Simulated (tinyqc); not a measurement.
Shape against the ratio gamma(100)/gamma(111): equilibrium crystal shape, supported particles, Gibbs-Thomson effect and coarsening. Computed by tinyqc, a small Python program. Command: `OMP_NUM_THREADS=1 python tinyqc.py 3001158 3001159 out.jsonl wulff walk`. One thread of a shared host (Intel(R) Xeon(R) Processor @ 2.30GHz), about 0.04 s of CPU time with the checks.

A cubic crystal bounded by {100}, {110} and {111} facets only.

Inputs (values chosen for the exercise, modelled on silver): atomic volume Omega = 17.05 angstrom^3.

Surface energies: given.

surface energies gamma(100), gamma(110), gamma(111) (J/m^2): [1.09, 1.11, 0.982]

Method:
- The energies and Omega are given.
- Wulff construction: the facet planes lie at distances lambda gamma from the centre, and the shape is the region inside all of them; V = (1/3) sum of area x distance. gamma_mean = sum A gamma / sum A; shape factor eta = A/V^(2/3) (4.836 for a sphere).
- gamma(110)/gamma(111) is held at the value of this crystal.

gamma (J/m^2): (100) 1.090, (110) 1.110, (111) 0.982

Area fractions:
```
gamma(100)/gamma(111),{100},{110},{111},eta
0.550,1.0000,0.00000,0.00000,6.0000
0.666,0.9524,0.00000,0.04764,5.8392
0.799,0.7658,0.00000,0.23422,5.4786
0.943,0.4707,0.08703,0.44231,5.1796
1.110,0.2525,0.16866,0.57883,5.1470
1.240,0.1400,0.22561,0.63443,5.2048
1.440,0.0319,0.31095,0.65714,5.3264
1.750,0.0000,0.35082,0.64918,5.3801
```

What follows from these numbers?

{100} holds 100 % of the area in the first row and 0 % in the last; without {110} the limits are a cube below 1/sqrt(3) = 0.577 and an octahedron above sqrt(3) = 1.732. The roundest shape among these rows (eta = 5.147) is at the ratio 1.11; {110} shows in 5 rows.
